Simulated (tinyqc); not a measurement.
Froehlich polaron in a polar crystal: one step, computed by the program tinyqc. Command: `OMP_NUM_THREADS=1 python tinyqc.py 3026968 3026969 out.jsonl frohlich walk`. One thread of a shared host (Intel(R) Xeon(R) Processor @ 2.30GHz), about 0.04 s of CPU time with the checks.

One electron in a parabolic band of mass m*, coupled to dispersionless LO phonons in the continuum model. Energies are in units of hbar omega unless marked, wave numbers in k_0 = sqrt(2 m* omega/hbar).

Problem. Coupling constant and length scale. 1/eps* = 1/eps_inf - 1/eps_s; k_0 = sqrt(2 m* omega/hbar) = sqrt(m* hbar omega / (hbar^2/(2 m_0))) with m* in m_0; alpha = (e^2/(4 pi eps_0)) k_0/(2 eps* hbar omega); polaron length 1/k_0.

Inputs (values chosen for the exercise, for a model crystal):
```
quantity,value,unit
band mass m*,1.29,m_0
LO phonon energy hbar omega,19.5,meV
eps_inf,7.91,-
static dielectric constant eps_s,48.9,-
```

Constants: hbar^2/(2 m_0) = 3.80998212 eV angstrom^2; e^2/(4 pi eps_0) = 14.39964548 eV angstrom.

Give: eps*; k_0; coupling constant alpha; polaron length 1/k_0.

Solution.

eps* = 9.4364

k_0 = 0.081255 1/angstrom

coupling constant alpha = 3.1793

polaron length 1/k_0 = 12.307 angstrom

Intermediate coupling.
